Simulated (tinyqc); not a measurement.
Capacitances from a Coulomb diamond.

Question. A single-electron transistor has the bias V on its left lead and the right lead at 0 V. Its diamonds repeat every q/Cg in gate voltage, close at |V| = q/Cs with Cs = CL + CR + Cg, and have edges of slope dV/dVg = -Cg/CL and Cg/(Cs - CL). Find Cg, Cs, CL and CR.

Constants: q = 1.602176634e-19 C. Results are converted to the units shown.

gate period = 16.689340 mV
bias at the tip of the diamond = 1.8289688 mV
slope dV/dVg of the rising edge = 0.17910448

Answer. The period gives Cg, the tip Cs, and the rising edge Cs - CL = CR + Cg.

Cg = 9.600 aF
Cs = 87.60 aF
CL = 34.00 aF
CR = 44.00 aF

tinyqc, about 0.01 s, one thread, Intel Xeon 2.30GHz (shared host): `OMP_NUM_THREADS=1 python tinyqc.py 2780105 2780106 out.jsonl`
